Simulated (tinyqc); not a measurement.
## Lifetime from the low-frequency admittance

Question. At low frequency a p+-n diode with a base of width wb has C_diff/G = (tau/2)(1 - 2 x/sinh 2x), x = wb/sqrt(Dp tau). Find tau, x and the limit of C_diff/G for infinite lifetime, wb^2/(3 Dp).

Values chosen for this exercise:
- Dp = 8.5 cm^2/s (hole diffusion coefficient)
- wb = 2.9 um (width of the neutral base)

G = 75.887865 S/cm^2
C_diff = 0.091936327 uF/cm^2

Answer. The ratio rises steadily with tau from tau/2 (long base) towards wb^2/(3 Dp) (short base), so one lifetime matches as long as the ratio is below that limit.

tau = 3.000e-9 s
x = 1.816
limit of C_diff/G = 3.298e-9 s

Numbers from tinyqc (`OMP_NUM_THREADS=1 python tinyqc.py 2890226 2890227 out.jsonl`; about 0.01 s on one thread of a shared Intel Xeon 2.30GHz).
